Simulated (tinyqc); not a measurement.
## Bandgap voltage reference from two bipolar transistors: effect of the temperature coefficient of both resistors

Two transistors of area 1 and N carry the same current I. Is(T) = Is (T/T0)^eta exp[(Vg0 q/kB)(1/T0 - 1/T)], VBE1 = Vt ln(I/Is(T)) + I rb, VBE2 = Vt ln(I/(N Is(T))) + I rb/N. The amplifier forces I R1(T) = VBE1 - VBE2 + Vos, with R(T) = R (1 + tc (T - T0)) for both resistors, and the output is Vref = VBE1 + I R2(T). Base currents and the Early effect are neglected.

Vt = kB T/q; I = (Vt ln N + Vos)/(R1(T) - rb (1 - 1/N)). Box coefficient: span of Vref between 233 and 398 K over its average over T and over 165 K. The last column is the R2 that gives zero slope at T0.

Parameters, values chosen for the exercise; values of the order met in silicon bipolar transistors: reference temperature T0 = 300 K; band-gap voltage extrapolated to 0 K Vg0 = 1.165 V; temperature exponent of the saturation current eta = 4.3; saturation current of the unit transistor at T0 Is = 1e-18 A; area ratio of the second transistor N = 24; resistor across which the difference of VBE falls, at T0 R1 = 8.8 kohm; offset of the amplifier Vos = 0 mV; series resistance of the unit transistor rb = 67 ohm; output resistor at T0 R2 = 52.29 kohm.

Constants: q = 1.602176634e-19 C, kB = 1.380649e-23 J/K. Results are converted to the units shown.

Result of one run:

| I at T0 (uA) | Vref at T0 (V) | slope at T0 (uV/K) | box coefficient (ppm/K) | R2 for zero slope (kohm) |
|---|---|---|---|---|
| 9.405 | 1.265 | 108.4 | 85.84 | 48.85 |

Which temperature coefficient of both resistors tc gave this result: -2000, -1000, 0 or 2000 ppm/K?

tc = -2000 ppm/K.

The whole series:

| tc (ppm/K) | I at T0 (uA) | Vref at T0 (V) | slope at T0 (uV/K) | box coefficient (ppm/K) | R2 for zero slope (kohm) |
|---|---|---|---|---|---|
| -2000 | 9.405 | 1.265 | 108.4 | 85.84 | 48.85 |
| -1000 | 9.405 | 1.265 | 78.15 | 56.41 | 49.80 |
| 0 | 9.405 | 1.265 | 47.86 | 32.56 | 50.76 |
| 1000 | 9.405 | 1.265 | 17.57 | 19.25 | 51.73 |
| 2000 | 9.405 | 1.265 | -12.73 | 31.68 | 52.70 |
| 3000 | 9.405 | 1.265 | -43.02 | 49.58 | 53.67 |

As tc goes from -2000 to 3000, Vref stays at 1.265 V and the box coefficient goes from 85.8 through a minimum of 19.2 (at tc = 1000 among the rows listed) to 49.6 ppm/K.

Computed by the program tinyqc: `OMP_NUM_THREADS=1 python tinyqc.py 2062029 2062030 out.jsonl`, one thread of a shared Intel Xeon 2.30GHz, about 0.02 s for the whole run.
